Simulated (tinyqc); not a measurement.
Worked calculation: Hubbard chain of 6 sites. Computed by tinyqc, a small Python program that keeps every step. Settings: hopping = 0.56, U = 8.4, mixing = 0.5, iteration cap = 70. Command: `OMP_NUM_THREADS=1 python tinyqc.py 21642 21643 out.jsonl` (the two numbers bound the seeds that draw the settings). One thread of a shared host (Intel(R) Xeon(R) Processor @ 2.60GHz), about 0.2 s of CPU time with the checks. Later iterations appear only in the table of the cycle.

## Mean-field iteration 1

one-body matrix (hopping and site energies) (eV):
```
           1          2          3          4          5          6
1   0.000000  -0.560000   0.000000   0.000000   0.000000   0.000000
2  -0.560000   0.000000  -0.560000   0.000000   0.000000   0.000000
3   0.000000  -0.560000   0.000000  -0.560000   0.000000   0.000000
4   0.000000   0.000000  -0.560000   0.000000  -0.560000   0.000000
5   0.000000   0.000000   0.000000  -0.560000   0.000000  -0.560000
6   0.000000   0.000000   0.000000   0.000000  -0.560000   0.000000
```

U = 8.400000 eV

electrons, up and down: 5  3

mixing = 0.500000

n(up) at the start (a guess, not normalised): 1 1.000000, 2 0.533000, 3 1.000000, 4 0.533000, 5 1.000000, 6 0.533000

n(down) at the start (a guess): 1 0.200000, 2 0.800000, 3 0.200000, 4 0.800000, 5 0.200000, 6 0.800000

H(up) = T + U n(down), H(down) = T + U n(up); fill the lowest levels; n(new) = n + mixing (n(out) - n); E = tr T (rho up + rho down) + U sum n_up n_down of the output.

levels, up (eV): 1.485474  1.585036  1.667706  6.732294  6.814964  6.914526

levels, down (eV): 4.232848  4.356600  4.461430  8.415770  8.520600  8.644352

energy = 16.257128 eV

n(up) after iteration 1: 1 0.998073, 2 0.598112, 3 0.990270, 4 0.504663, 5 0.993742, 6 0.714640

n(down) after iteration 1: 1 0.109120, 2 0.882247, 3 0.117296, 4 0.882704, 5 0.117753, 6 0.890880

## Mean-field iteration 2

As before.

levels, up (eV): 0.817271  0.881381  0.953986  7.446014  7.518619  7.582729

levels, down (eV): 4.081816  4.854926  5.884254  8.372650  8.513820  8.608333

energy = 16.176348 eV

n(up) after iteration 2: 1 0.998448, 2 0.715725, 3 0.990995, 4 0.532071, 5 0.991023, 6 0.671487

n(down) after iteration 2: 1 0.066522, 2 0.917449, 3 0.078400, 4 0.925750, 5 0.089340, 6 0.922539

## Mean-field iteration 3

As before.

levels, up (eV): 0.489214  0.578759  0.681456  7.757490  7.793859  7.899221

levels, down (eV): 4.304612  5.537401  5.778793  8.373159  8.511682  8.652252

energy = 16.090530 eV

n(up) after iteration 3: 1 0.998871, 2 0.797250, 3 0.991153, 4 0.398730, 5 0.991007, 6 0.772864

n(down) after iteration 3: 1 0.054356, 2 0.917126, 3 0.068290, 4 0.945648, 5 0.071384, 6 0.943197

## Convergence

Each step fills the lowest levels of T + U n(other spin) and sets n(new) = n + mixing (n(out) - n); stop when output and input agree to 1e-8.

Course of the cycle:

| iteration | E (eV) | largest \|n(out) - n(in)\| | mean \|n_up - n_down\| |
|---|---|---|---|
| 1 | 16.25712826 | 3.63e-01 | 0.625276 |
| 2 | 16.17634753 | 2.35e-01 | 0.618165 |
| 3 | 16.09053034 | 2.67e-01 | 0.609266 |
| 4 | 15.90947878 | 1.87e-01 | 0.624924 |
| 5 | 15.67289252 | 2.64e-01 | 0.647788 |
| 6 | 15.46689504 | 1.77e-01 | 0.656038 |
| 7 | 15.35200696 | 1.72e-01 | 0.659059 |
| 8 | 15.30566566 | 1.80e-01 | 0.659400 |
| 9 | 15.28895827 | 1.47e-01 | 0.658969 |
| 10 | 15.28202699 | 1.07e-01 | 0.658291 |
| 11 | 15.27864766 | 7.44e-02 | 0.657591 |
| ... | ... | ... | ... |
| 60 | 15.27442843 | 5.54e-07 | 0.654537 |
| 61 | 15.27442843 | 4.42e-07 | 0.654537 |
| 62 | 15.27442843 | 3.53e-07 | 0.654537 |
| 63 | 15.27442843 | 2.81e-07 | 0.654537 |
| 64 | 15.27442843 | 2.24e-07 | 0.654537 |
| 65 | 15.27442843 | 1.79e-07 | 0.654537 |
| 66 | 15.27442843 | 1.43e-07 | 0.654537 |
| 67 | 15.27442843 | 1.14e-07 | 0.654537 |
| 68 | 15.27442843 | 9.08e-08 | 0.654537 |
| 69 | 15.27442843 | 7.24e-08 | 0.654537 |
| 70 | 15.27442843 | 5.78e-08 | 0.654537 |

Not converged within 70 iterations: the residual falls steadily but slowly, by a factor of about 0.80 a step. The lowest mean-field energy found from random starts is 15.18886 eV. Reruns (cap 100 unless said): mixing 0.2: not converged; mixing 0.9: not converged; the original settings with a cap of 400: converged in 78 to a higher stationary point (E = 15.27443).

## Exact diagonalisation (120 states)

Lowest levels of the sector, and the double occupancy of the lowest state.

lowest levels (eV): 14.903359  14.980282  15.059143  15.092606  15.374963  15.443051

double occupancy per site = 0.336879

## The lowest level by Lanczos steps

From a random start vector (not printed): a_j = <q_j|H|q_j>, b_j = norm of the remainder after orthogonalising; the Ritz value is the lowest eigenvalue of the tridiagonal matrix of a and b so far.

Lanczos:

| j | a_j (eV) | b_j (eV) | lowest Ritz value (eV) |
|---|---|---|---|
| 1 | 19.842052 | 4.619000 | 19.84205208 |
| 2 | 20.987424 | 2.029510 | 15.76037088 |
| 3 | 20.811479 | 4.363951 | 15.41046558 |
| 4 | 21.463811 | 1.818164 | 15.05373600 |
| 5 | 21.661096 | 4.017739 | 15.00322587 |
| 6 | 20.126761 | 1.644936 | 14.94993614 |
| 7 | 20.898159 | 4.215265 | 14.93889558 |
| 8 | 20.997685 | 1.677197 | 14.92340156 |
| 9 | 20.833946 | 4.215522 | 14.91989836 |
| 10 | 21.193723 | 1.872742 | 14.91499593 |
